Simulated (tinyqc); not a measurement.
Stacked nanosheet transistor, parasitic resistance, capacitance and delay: effect of the wire load.

Ns sheets share one contact on top; each has perimeter p = 2 (Ws + ts) and cross-section A = Ws ts; contact width Wc = Ws + 10 nm, stack height Hs = Ns pv. Sheet 1 is the top one. Contact length Lc = CPP - Lg - 2 Lsp, shared by two neighbouring gates. Source and drain sides are equal. The formulas are first-order estimates, not field solutions.

Epitaxy sheet resistance Rsh = re/te, transfer length LT = sqrt(rc/Rsh), contact Rc = [sqrt(rc Rsh)/Wc] coth(Lc/(2 LT)); extension of one sheet Rx = rx Lsp/A. With N sheets: gate Cg = Cinv p N Lg; per side, plate Cp = ks eps0 [Wc (Hs + Hc) - N A]/Lsp, top fringe Cf = (2/pi) ks eps0 Wc ln(1 + Lg/(2 Lsp)), overlap Co = Cinv p N Lov. One sheet: I = p Q vx u/(1 + |u|^1.8)^(1/1.8), Q = Cinv n Vt ln(1 + exp((Vg' - VT + dl Vd')/(n Vt))), u = Vd' mu/(vx Lg), Vg' = Vgs - v, Vd' = Vds - 2 v, with the drop on each side v_j = Rc sum I + rv (sum over levels k = 2..j of the current of sheets k..Ns) + Rx I_j. Ieff = [I(Vgs = Vdd, Vds = Vdd/2) + I(Vdd/2, Vdd)]/2, total currents. With Cs = Cp + Cf + Co, the load of an inverter of two such devices driving an equal one is CL = 2 (Cg + 2 Cs) + 4 Cs + Cw (own drains counted twice for the Miller effect); delay CL Vdd/(2 Ieff).

Inputs (values chosen for the exercise); values close to those of silicon logic devices:
- T = 300 K (temperature)
- Ns = 4 (number of sheets)
- Ws = 15 nm (sheet width)
- ts = 7 nm (sheet thickness)
- pv = 16 nm (vertical pitch of the sheets)
- rv = 73 ohm (vertical resistance between sheet levels)
- CPP = 60 nm (contacted gate pitch)
- Lg = 18 nm (gate length)
- Lsp = 6 nm (spacer length)
- ks = 3.3 (relative permittivity of the spacer)
- Hc = 30 nm (gate height above the channel stack)
- rc = 3.1e-9 ohm cm^2 (contact resistivity)
- re = 0.00021 ohm cm (resistivity of the source-drain epitaxy)
- te = 30 nm (current-carrying depth of the epitaxy)
- rx = 0.0012 ohm cm (resistivity of the extension)
- Lov = 1.5 nm (gate overlap)
- Cinv = 3 uF/cm^2 (inversion capacitance)
- vx = 1.1e7 cm/s (injection velocity)
- mu = 120 cm^2/(V s) (apparent mobility)
- VT = 0.3 V (threshold at zero drain voltage)
- dl = 0.03 V/V (barrier lowering)
- n = 1.17 (subthreshold factor)
- Vdd = 0.7 V (supply voltage)

Constants: q = 1.602176634e-19 C, kB = 1.380649e-23 J/K, eps0 = 8.8541878128e-12 F/m, Vt = kB T/q. Results are converted to the units shown.

The same in every row: Rc (ohm) = 840.6; Rx/N (ohm) = 171.4; Ieff (uA) = 64.32.

Effect of the wire load:
```
Cw (fF)  CL (aF)  delay (ps)
0.02       352.0       1.916
0.043      375.0       2.041
0.093      425.0       2.313
0.2        532.0       2.895
0.43       762.0       4.147
0.93        1262       6.868
2           2332       12.69
```

As Cw goes from 0.02 to 2 fF, Ieff stays at 64.3 uA, CL rises from 352 to 2330 aF and the delay rises from 1.92 to 12.7 ps.

tinyqc, about 0.1 s, one thread, Intel Xeon 2.30GHz (shared host): `OMP_NUM_THREADS=1 python tinyqc.py 2170155 2170156 out.jsonl`
